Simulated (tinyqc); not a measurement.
# Charges from the flat band at three thicknesses

Problem. For a gate stack whose outer layer (permittivity e2) is made in three thicknesses t2, Vfb = V0 - (q/eps0) [Qb t2/e2 + r2 t2^2/(2 e2)], with Qb the sheet density of all charge below that layer and r2 the uniform density in it. Find V0, Qb and r2.

Parameters, values chosen for the exercise: relative permittivity of layer 2 e2 = 21.9.

Constants: q = 1.602176634e-19 C, eps0 = 8.8541878128e-14 F/cm where lengths are in cm. Results are converted to the units shown.

t2 (nm): [2.1, 4.6, 7.1]
Vfb (V): [0.25469079, 0.21166839, 0.17148626]

Answer. A parabola through the three points gives the three coefficients.

V0 = 0.2930 V
Qb = 2.267e12 cm^-2
r2 = -5.500e17 cm^-3

Numbers from tinyqc (`OMP_NUM_THREADS=1 python tinyqc.py 2010122 2010123 out.jsonl`; about 0.01 s on one thread of a shared Intel Xeon 2.30GHz).
